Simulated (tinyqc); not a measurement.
Wannier-Stark ladder of a miniband: one step. Levels and the middle state. Two cases, with inputs chosen for the exercise.

Problem. Diagonalise; give the levels, their spacings and the weights of the middle level on the wells.

Case 1.

H (meV):
```
           -4         -3        -2        -1         0         1         2         3         4
-4  -16.80000   -4.50000         0         0         0         0         0         0         0
-3   -4.50000  -12.60000  -4.50000         0         0         0         0         0         0
-2          0   -4.50000  -8.40000  -4.50000         0         0         0         0         0
-1          0          0  -4.50000  -4.20000  -4.50000         0         0         0         0
0           0          0         0  -4.50000         0  -4.50000         0         0         0
1           0          0         0         0  -4.50000   4.20000  -4.50000         0         0
2           0          0         0         0         0  -4.50000   8.40000  -4.50000         0
3           0          0         0         0         0         0  -4.50000  12.60000  -4.50000
4           0          0         0         0         0         0         0  -4.50000  16.80000
```

Case 2.

H (meV):
```
           -4         -3         -2         -1          0          1          2          3          4
-4  -87.32000  -14.50000          0          0          0          0          0          0          0
-3  -14.50000  -65.49000  -14.50000          0          0          0          0          0          0
-2          0  -14.50000  -43.66000  -14.50000          0          0          0          0          0
-1          0          0  -14.50000  -21.83000  -14.50000          0          0          0          0
0           0          0          0  -14.50000          0  -14.50000          0          0          0
1           0          0          0          0  -14.50000   21.83000  -14.50000          0          0
2           0          0          0          0          0  -14.50000   43.66000  -14.50000          0
3           0          0          0          0          0          0  -14.50000   65.49000  -14.50000
4           0          0          0          0          0          0          0  -14.50000   87.32000
```

Give: levels; spacings; weights.

Solution.

Case 1.

levels (meV): -20.301  -13.669  -8.623  -4.226  0.000  4.226  8.623  13.669  20.301

spacings (meV): 6.633  5.046  4.397  4.226  4.226  4.397  5.046  6.633

weights: 0.0016  0.0229  0.1469  0.3183  0.0205  0.3183  0.1469  0.0229  0.0016

The spacing in the middle is 1.0063 e F d and at the ends 1.579 e F d; states that reach the ends of the stack are pushed apart.

Case 2.

levels (meV): -95.498  -66.827  -43.771  -21.835  0.000  21.835  43.771  66.827  95.498

spacings (meV): 28.671  23.056  21.936  21.835  21.835  21.936  23.056  28.671

weights: 0.0001  0.0019  0.0361  0.2789  0.3662  0.2789  0.0361  0.0019  0.0001

The spacing in the middle is 1.0002 e F d and at the ends 1.313 e F d; states that reach the ends of the stack are pushed apart.

Computed by tinyqc, one run a case: `OMP_NUM_THREADS=1 python tinyqc.py N N+1 out.jsonl` with N = 1281969, 1282160; one thread of a shared Intel(R) Xeon(R) Processor @ 2.30GHz, about 0.01 s a run at most.
